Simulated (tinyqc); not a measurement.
# Physical sputtering: collision-cascade yield, angular dependence, faceting and resputtering in deposition, step by step

A worked calculation. Computed by tinyqc, a small Python program that keeps every step. Command: `OMP_NUM_THREADS=1 python tinyqc.py 3028355 3028356 out.jsonl sputter walk`. One thread of a shared host (Intel(R) Xeon(R) Processor @ 2.30GHz), about 0.01 s of CPU time with the checks. Intermediate numbers are printed to about 6 digits and carried at full precision; extremes and crossings named in words are read from the listed rows.

Ions start collision cascades; atoms that reach the surface with more than U leave. The target is amorphous or fine-grained.

Inputs (values chosen for the exercise, modelled on xenon ions on germanium):
```
quantity                                                  value     unit
ion Z1                                                       54        -
ion mass M1                                               131.3        u
target Z2                                                    32        -
target mass M2                                             72.6        u
surface binding energy U                                   3.85       eV
target density N                                           44.2   1/nm^3
fit factor Q                                               0.54        -
ion energy E                                                 73       eV
current density J                                           3.1  mA/cm^2
angular exponent f                                          1.7        -
angle of the largest yield                                   72  degrees
angle of incidence                                           65  degrees
deposition rate over sputter rate on a flat surface, D/S    5.3        -
```

Constants: e = 1.602176634e-19 C.

## Yield at normal incidence

gamma = 4 M1 M2/(M1 + M2)^2; threshold E_th = 6.7 U/gamma for M1 >= M2, else U (1 + 5.7 M1/M2)/gamma. eps = 0.03255 M2 E/(Z1 Z2 (M1 + M2) z), z = (Z1^(2/3) + Z2^(2/3))^(1/2), E in eV; s_n = 3.441 sqrt(eps) ln(eps + 2.718)/(1 + 6.355 sqrt(eps) + eps (6.882 sqrt(eps) - 1.708)); S_n = 84.78 Z1 Z2 M1 s_n/((M1 + M2) z) in eV angstrom^2; alpha = 0.249 (M2/M1)^0.56 + 0.0035 (M2/M1)^1.5 for M1 <= M2, else 0.0875 (M2/M1)^(-0.15) + 0.165 M2/M1; Y0 = 0.042 Q alpha S_n/U [1 - sqrt(E_th/E)]^2.5 (the electronic-loss factor of the full formula is dropped). Erosion rate = Y0 J/(e N); 1 cm^2 = 1e14 nm^2.

energy transfer factor gamma = 0.917122

threshold E_th = 28.1260 eV

reduced energy eps = 9.91876e-05

nuclear stopping S_n = 616.015 eV angstrom^2

alpha = 0.186867

yield Y0 = 0.0600782 atoms per ion

erosion rate = 15.7796 nm/min

The threshold factor is 0.089; the energy cost is 1220 eV per removed atom, 316 times U. Caution: within a few times the threshold, cascades are short and these fits are rough.

## Oblique incidence

Angular law: Y/Y0 = t^f exp(-f cos(a_opt)(t - 1)), t = 1/cos(angle), largest at a_opt. A plane tilted by the angle recedes along the beam at a speed proportional to Y(angle), and along its own normal as Y cos(angle).

Y/Y0 at the angle = 2.10956

yield at the angle = 0.126739 atoms per ion

normal speed relative to a flat surface = 0.891540

largest Y/Y0 = 2.27445

## Deposition with resputtering

With a directional flux, net growth along the beam is D - S Y(angle)/Y0. Slopes where Y/Y0 exceeds D/S are etched: solve Y/Y0 = D/S below a_opt, if the largest Y/Y0 exceeds D/S. The normal speed is largest where f (1 - cos(a_opt)/cos(angle)) = 1, cos(angle) = f cos(a_opt)/(f - 1), or at angle 0 if this exceeds 1.

Angle of zero net growth: none: every slope grows

angle of the largest normal speed = 41.3689 degrees

Deposition outweighs sputtering at every angle, so no slope is cut back.

## Yield over energy

The formulas are those given above.

Normal incidence:
```
E (eV)          eps  S_n (eV angstrom^2)           Y0  Y0 per keV
50      6.79367e-05               515.07  1.77163e-02     0.35433
100     1.35873e-04               713.80  1.18782e-01     1.18782
200     2.71747e-04               981.66  3.33705e-01     1.66852
300     4.07620e-04              1177.46  5.19706e-01     1.73235
500     6.79367e-04              1472.03  8.23553e-01     1.64711
1000    1.35873e-03              1967.93  1.36903e+00     1.36903
2000    2.71747e-03              2584.50  2.07510e+00     1.03755
5000    6.79367e-03              3583.88  3.24654e+00     0.64931
10000   1.35873e-02              4456.57  4.28105e+00     0.42811
30000   4.07620e-02              5935.26  6.04491e+00     0.20150
100000  1.35873e-01              7357.37  7.76379e+00     0.07764
```

The yield per keV peaks at 300 eV among these rows, 11 times the threshold, the most economical range for removing atoms. Y0 varies as E^2.75 between the first rows and as E^0.21 at the end, where nuclear stopping is flattening. Caution: the electronic-loss factor, dropped here, would lower the yields at the highest energies slightly.

Checks made by the program: position of the angular maximum (relative difference below 1e-10).
